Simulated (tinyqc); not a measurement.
# Pillar capacitor in an array: capacitance, non-linearity, leakage and relaxation: effects of single changes

A film between two metal electrodes, each interface adding a series capacitance ci. The small-signal permittivity is ek (1 + aq E^2); the field is found with the linear permittivity. Leakage J = J0 sinh(E/Ef). After a voltage step the film passes a relaxation current kr C V tt^(-nr), tt being the time in seconds. The sidewall is a coaxial capacitor with radii a = dm/2 and b = dm/2 + t, depth AR dm; the end face is left out.

Inputs (values chosen for the exercise); permittivity of the order of that of zirconium oxide:
- ek = 36.4 (relative permittivity of the film)
- t = 13 nm (film thickness)
- ci = 230 uF/cm^2 (capacitance of each electrode interface (dead layer and screening))
- aq = 0.0077 cm^2/MV^2 (quadratic field coefficient of the permittivity)
- V = 1.6 V (bias)
- nr = 0.971 (exponent of the relaxation current)
- kr = 0.00097 (strength of the relaxation)
- J0 = 4.7e-10 A/cm^2 (leakage prefactor)
- Ef = 0.15 MV/cm (field for an e-fold rise of the leakage)
- dm = 130 nm (diameter of the pillar)
- pt = 260 nm (pitch of the square array)
- rho = 650 uohm cm (resistivity of the inner electrode)
- t0 = 1e-7 s (duration of the write pulse)

Constants: eps0 = 8.8541878128e-14 F/cm where lengths are in cm. Results are converted to the units shown.

Each table varies one quantity; the others keep the values above.

## Capacitance, non-linearity and leakage against thickness

Planar film: Cf = eps0 ek/t, 1/C = 1/Cf + 2/ci, EOT = 3.9 eps0/C, effective permittivity C t/eps0, E = (V/t) C/Cf; quadratic coefficient [C(V)/C - 1]/V^2 with Cf (1 + aq E^2) in C(V).

Capacitance, non-linearity and leakage against thickness:

| t (nm) | C (uF/cm^2) | EOT (nm) | effective permittivity | E (MV/cm) | quadratic coefficient (ppm/V^2) | J (A/cm^2) |
|---|---|---|---|---|---|---|
| 4 | 7.530 | 0.4586 | 34.02 | 3.738 | 3.900e4 | 15.63 |
| 5.6 | 5.481 | 0.6300 | 34.67 | 2.721 | 2.115e4 | 0.01775 |
| 7.9 | 3.940 | 0.8765 | 35.15 | 1.956 | 1.110e4 | 1.082e-4 |
| 11 | 2.857 | 1.209 | 35.50 | 1.418 | 5899 | 3.005e-6 |
| 16 | 1.980 | 1.744 | 35.77 | 0.9828 | 2855 | 1.646e-7 |
| 22 | 1.447 | 2.387 | 35.94 | 0.7181 | 1532 | 2.820e-8 |
| 31 | 1.030 | 3.351 | 36.07 | 0.5115 | 779.9 | 7.105e-9 |
| 43 | 0.7447 | 4.637 | 36.16 | 0.3697 | 408.4 | 2.743e-9 |
| 60 | 0.5347 | 6.459 | 36.23 | 0.2654 | 210.9 | 1.339e-9 |

What does the table show?

C falls from 7.53 to 0.535 uF/cm^2 while the effective permittivity goes from 34.0 to 36.2 (ek = 36.4). EOT is a straight line in t with slope 3.9/ek = 0.107 and intercept 0.0300 nm. The quadratic coefficient goes as t^(-1.82) between the first two rows and t^(-1.98) between the last two (-2 without interfaces), and J falls by 10.1 decades.

## Cell against the aspect ratio

Per length 1/c = ln(b/a)/(2 pi eps0 ek) + (1/a + 1/b)/(2 pi ci); cell capacitance c AR dm; per footprint over pt^2; fields c V/(2 pi eps0 ek r) at r = a and b; resistance of the inner electrode rho AR dm/(pi a^2); time constant R C/3 of the distributed line.

The same in every row: field at a (MV/cm) = 1.3215; field at b (MV/cm) = 1.1012.

Results:

| AR | cell capacitance (fF) | per footprint (uF/cm^2) | R (kohm) | R C/3 (ps) |
|---|---|---|---|---|
| 5 | 7.0663 | 10.453 | 0.31831 | 0.74976 |
| 20 | 28.265 | 41.812 | 1.2732 | 11.996 |
| 30 | 42.398 | 62.719 | 1.9099 | 26.991 |
| 50 | 70.663 | 104.53 | 3.1831 | 74.976 |
| 70 | 98.928 | 146.34 | 4.4563 | 146.95 |
| 100 | 141.33 | 209.06 | 6.3662 | 299.90 |

Estimate the missing row, AR = 10.

Computed row:

| AR | cell capacitance (fF) | per footprint (uF/cm^2) | R (kohm) | R C/3 (ps) |
|---|---|---|---|---|
| 10 | 14.133 | 20.906 | 0.63662 | 2.9990 |

With this row back in the table: As AR goes from 5 to 100, the cell capacitance rises from 7.07 to 141 fF, the capacitance per footprint rises from 10.5 to 209 uF/cm^2, the ratio of the two fields stays at 1.20 and R C/3 rises from 0.750 to 300 ps; the time constant goes as AR^(2.00) between the first two rows and AR^(2.00) between the last two.

## Charge lost after writing

Planar film: Cf = eps0 ek/t, 1/C = 1/Cf + 2/ci, EOT = 3.9 eps0/C, effective permittivity C t/eps0, E = (V/t) C/Cf. A capacitor written for t0 and then left open loses, as a share of C V, kr (tt^(1 - nr) - t0^(1 - nr))/(1 - nr) by relaxation and J tt/(C V) by leakage; both are taken as small, and rows far outside that range are left out.

The same in every row: leakage current (nA/cm^2) = 723.29.

Charge lost after writing:

| tt (s) | relaxation current (nA/cm^2) | loss by relaxation (%) | loss by leakage (%) | total loss (%) |
|---|---|---|---|---|
| 1e-6 | 2.5231e6 | 0.14473 | 1.8627e-5 | 0.14475 |
| 1e-5 | 2.6973e5 | 0.29946 | 1.8627e-4 | 0.29965 |
| 0.0001 | 28836 | 0.46487 | 0.0018627 | 0.46674 |
| 0.001 | 3082.7 | 0.64171 | 0.018627 | 0.66034 |
| 0.01 | 329.56 | 0.83075 | 0.18627 | 1.0170 |
| 0.1 | 35.232 | 1.0329 | 1.8627 | 2.8956 |

The two currents are equal at tt = 0.00445 s. The loss by relaxation grows from 0.145 to 1.03 %, by 0.155 points over the first decade and 0.202 over the last, while the loss by leakage grows tenfold a decade. Leakage is the larger loss for tt = 0.1 s. For tt = 0.1 the falling voltage would already cut the leakage, so the linear estimate overstates the loss.

Numbers from tinyqc (`OMP_NUM_THREADS=1 python tinyqc.py 2102134 2102135 out.jsonl`; about 0.01 s on one thread of a shared Intel Xeon 2.30GHz).
